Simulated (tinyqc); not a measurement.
Inside a calculation. Method: CCD on RHF in the 3-21g basis, for He, spin multiplicity 1. Computed by tinyqc, a small Python program that keeps every step (integrals from PySCF). Settings: charge = 0, multiplicity = 1, basis = 3-21g, method = RHF, energy threshold = 1e-10, iteration cap = 88, orthogonalisation = symmetric, start = atomic densities, DIIS depth = 6, amplitude equations = CCD, DIIS depth for amplitudes = 4, cap on updates = 77. Command: `OMP_NUM_THREADS=1 python tinyqc.py 27185 27186 out.jsonl` (the two numbers bound the seeds that draw the settings). One thread of a shared host (Intel(R) Xeon(R) Processor @ 2.60GHz), about 0.09 s of CPU time with the checks. The early iterations of the SCF are left out here.

## One-electron integrals

Geometry (angstrom):

| atom | x | y | z |
|---|---|---|---|
| He | 0.000000 | 0.000000 | 0.000000 |

Basis 3-21g: exponents (1/bohr^2) and contraction coefficients of normalised primitives:

| element | l (shell) | exponent | coefficient |
|---|---|---|---|
| He | s (1) | 13.626700 | 0.175230 |
| He | s (1) | 1.999350 | 0.893482 |
| He | s (2) | 0.382993 | 1.000000 |

Overlap, kinetic and nuclear-attraction integrals over the contracted functions; the nuclear repulsion is the sum of Za Zb / Rab.

nuclear repulsion = 0 hartree

overlap S:
```
          1He 1s    1He 2s
1He 1s  1.000000  0.595216
1He 2s  0.595216  1.000000
```

kinetic energy T (hartree):
```
          1He 1s    1He 2s
1He 1s  3.916124  0.578949
1He 2s  0.578949  0.574489
```

nuclear attraction V (hartree):
```
           1He 1s     1He 2s
1He 1s  -5.489688  -2.235292
1He 2s  -2.235292  -1.975129
```

core Hamiltonian H = T + V (hartree):
```
           1He 1s     1He 2s
1He 1s  -1.573565  -1.656343
1He 2s  -1.656343  -1.400640
```

## Two-electron integrals

Functions are numbered as in S; the eight-fold symmetry (ij|kl) = (ji|kl) = (kl|ij) leaves the list below.

Two-electron integrals (ij|kl) in chemists' order, unique and non-zero (hartree):
```
(11|11) 1.803255   (21|11) 0.876507   (21|21) 0.452077   (22|11) 0.917008
(22|21) 0.514678   (22|22) 0.698314
```

## Orthogonalisation

S = U s U^T; symmetric (Loewdin) form X = U s^(-1/2) U^T, so that X^T S X = 1.

eigenvalues of S: 0.404784  1.595216

X:
```
           1He 1s     1He 2s
1He 1s   1.181761  -0.390007
1He 2s  -0.390007   1.181761
```

## Iteration 4 (converged): orbitals

converged F (hartree):
```
           1He 1s     1He 2s
1He 1s  -0.070801  -1.118003
1He 2s  -1.118003  -0.499364
```

Diagonalise F' = X^T F X, C = X C', fill 1 alpha and 1 beta electrons from the bottom; D = 2 C_occ C_occ^T. Each column has its largest component positive (the first on a tie).

F' = X^T F X (hartree):
```
           1          2
1   0.855729  -1.468624
2  -1.468624   0.322402
```

orbital energies (hartree): MO1 -0.903572, MO2 2.081703

coefficients C:
```
             MO1        MO2
1He 1s  0.457919   1.157140
1He 2s  0.657278  -1.056716
```

D after iteration 4:
```
          1He 1s    1He 2s
1He 1s  0.419379  0.601960
1He 2s  0.601960  0.864028
```

## Convergence

Stop when the energy changes by less than 1e-10 hartree and every element of the error matrix X^T (F D S - S D F) X is below 3e-06.

Course of the cycle:

| iteration | E (hartree) | change | largest element of the error matrix |
|---|---|---|---|
| 1 | -2.83567803 | - | 3.21e-03 |
| 2 | -2.83567987 | -1.84e-06 | 2.11e-04 |
| 3 | -2.83567987 | -7.95e-09 | 1.20e-09 |
| 4 | -2.83567987 | 8.88e-16 | 5.60e-10 |

PySCF RHF in the same basis = -2.83567987 hartree

Converged in 4 iterations.

## Integrals over molecular orbitals

(pq|rs) = sum C_ip C_jq C_kr C_ls (ij|kl), one index at a time.

one-electron integrals over orbitals h = C^T H C (hartree):
```
           1          2
1  -1.932108  -0.319236
2  -0.319236   0.379665
```

Two-electron integrals over orbitals (pq|rs), unique and non-zero (hartree):
```
(11|11) 1.028537   (21|11) 0.319236   (21|21) 0.261994   (22|11) 0.982016
(22|21) 0.343809   (22|22) 0.998335
```

## CCD: starting amplitudes

t_ij^ab = <ij||ab> / (e_i + e_j - e_a - e_b), whose energy is MP2.

Starting amplitudes (spin orbitals 1a, 1b, ...; amplitudes related by a flip of all spins are not repeated):

| from | to | t |
|---|---|---|
| 1a 1b | 2a 2b | -0.043881 |

correlation energy = -0.01149661 hartree

## CCD: amplitude update 1

t_ij^ab D_ij^ab are set to the remaining terms of the spin-orbital equations, evaluated with the old amplitudes; for the doubles these are <ij||ab> + 1/2 <ab||ef> t_ij^ef + 1/2 <mn||ij> t_mn^ab + P(ij)P(ab) <mb||ej> t_im^ae + terms in t^2, D the orbital-energy denominators.

Amplitudes after update 1 (spin orbitals 1a, 1b, ...; amplitudes related by a flip of all spins are not repeated):

| from | to | t |
|---|---|---|
| 1a 1b | 2a 2b | -0.053919 |

correlation energy = -0.01412636 hartree

## CCD: amplitude update 2

As before.

Amplitudes after update 2 (spin orbitals 1a, 1b, ...; amplitudes related by a flip of all spins are not repeated):

| from | to | t |
|---|---|---|
| 1a 1b | 2a 2b | -0.056191 |

correlation energy = -0.01472166 hartree

## CCD: amplitude update 3

t_ij^ab D_ij^ab are set to the remaining terms of the spin-orbital equations, evaluated with the old amplitudes; for the doubles these are <ij||ab> + 1/2 <ab||ef> t_ij^ef + 1/2 <mn||ij> t_mn^ab + P(ij)P(ab) <mb||ej> t_im^ae + terms in t^2, D the orbital-energy denominators. DIIS then mixes the stored amplitudes.

DIIS coefficients: -0.291714  1.291714

Amplitudes after update 3 (spin orbitals 1a, 1b, ...; amplitudes related by a flip of all spins are not repeated):

| from | to | t |
|---|---|---|
| 1a 1b | 2a 2b | -0.056854 |

correlation energy = -0.01489532 hartree

## CCD: convergence

E_corr = 1/4 sum <ij||ab> t_ij^ab; stop when the norm of the change is below 1e-8.

Course of the amplitude iterations:

| update | correlation energy (hartree) | norm of the change |
|---|---|---|
| 0 | -0.01149661 | - |
| 1 | -0.01412636 | 2.01e-02 |
| 2 | -0.01472166 | 4.54e-03 |
| 3 | -0.01489532 | 1.03e-03 |
| 4 | -0.01489531 | 1.71e-07 |
| 5 | -0.01489530 | 6.20e-08 |
| 6 | -0.01489530 | 3.79e-08 |
| 7 | -0.01489530 | 3.39e-12 |

Converged amplitudes (spin orbitals 1a, 1b, ...; amplitudes related by a flip of all spins are not repeated):

| from | to | t |
|---|---|---|
| 1a 1b | 2a 2b | -0.056853 |

CCD total energy = -2.85057517 hartree

Converged in 7 updates, with DIIS from the third.
